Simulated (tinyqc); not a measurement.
Programming of a floating-gate cell by Fowler-Nordheim tunnelling: one step of the calculation.

Per tunnel area the floating gate has Ctun = 3.9 eps0/tox to the channel (0 V) and Ccg to the control gate, Ct = Ctun/(1 - ag), no other coupling. With the threshold shift U = -Q/Ccg the field is F = ag (Vg - U)/tox, and dU/dt = J/Ccg. Fowler-Nordheim: J = A F^2 exp(-B/F), A = q^2/(16 pi^2 hbar mo phi) (times 1e14 for A/cm^2 with F in V/nm, emitter mass m0), B = (4/3) sqrt(mo/C) phi^1.5, C = hbar^2/(2 m0).

Task. Constants of the cell. A, B, Ccg = ag Ct, the starting field and current, K = A B ag/(Ccg tox), and the knee time t0 = exp(B/F(0))/K.

Parameters, values chosen for the exercise; oxide values close to those of silicon dioxide:

| symbol | value | unit | meaning |
|---|---|---|---|
| phi | 3.15 | eV | tunnel barrier |
| mo | 0.46 | m0 | tunnelling mass |
| tox | 8.7 | nm | tunnel oxide thickness |
| ag | 0.67 |  | coupling ratio Ccg/Ct |
| ar | 820 | nm^2 | tunnel area |
| Vt0 | -0.1 | V | threshold shift at the start |
| Vg | 14.1 | V | control-gate voltage |

Constants: q = 1.602176634e-19 C, hbar = 1.054571817e-34 J s, m0 = 9.1093837015e-31 kg, eps0 = 8.8541878128e-14 F/cm where lengths are in cm, hbar^2/(2 m0) = 0.0380998212 eV nm^2. Results are converted to the units shown.

Wanted: A; B; Ccg; F(0); J(0); K; t0; electrons for 1 V of shift.

Result.

A = 1.0638e8 A cm^-2 (V/nm)^-2
B = 25.901 V/nm
Ccg = 0.80585 uF/cm^2
F(0) = 1.0936 V/nm
J(0) = 0.0065791 A/cm^2
K = 2.6332e14 1/s
t0 = 73.434 us
electrons for 1 V of shift = 41.244

Range of the model: Programming fields of 10 MV/cm and more wear the oxide; trapping and the channel potential are ignored.

Computed by the program tinyqc: `OMP_NUM_THREADS=1 python tinyqc.py 2130083 2130084 out.jsonl`, one thread of a shared Intel Xeon 2.30GHz, about 0.01 s for the whole run.
